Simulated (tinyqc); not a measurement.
Vacuum evaporation: vapour pressure, source flux, thickness distribution, purity and step coverage: one step, computed by the program tinyqc. Command: `OMP_NUM_THREADS=1 python tinyqc.py 3113141 3113142 out.jsonl evap walk`. One thread of a shared host (Intel(R) Xeon(R) Processor @ 2.30GHz), about 0.01 s of CPU time with the checks.

Molecular flow, unit sticking of the metal, no re-evaporation. The background gas is taken as water vapour (18.015 g/mol, collision diameter 0.37 nm) at 300 K.

Problem. Offset source and rotation. Rotating wafer, source offset by s and facing upwards: thickness at radius r is the mean over the angle a of (1 + (r^2 + s^2 - 2 r s cos a)/h^2)^(-(n + 3)/2), by 360 equal steps; non-uniformity (max - min)/(max + min) over 21 radii from 0 to R.

Inputs (values chosen for the exercise, modelled on gallium, with constants for the liquid):
```
quantity                         value  unit
directionality n                     4     -
source-to-wafer distance h          32    cm
wafer radius R                     2.5    cm
source offset from the axis s/h   0.25     -
```

Give: centre thickness relative to an axial source; edge over centre, rotating; non-uniformity, rotating.

Solution.

centre thickness relative to an axial source = 0.80881

edge over centre, rotating = 0.98532

non-uniformity, rotating = 0.73923 %
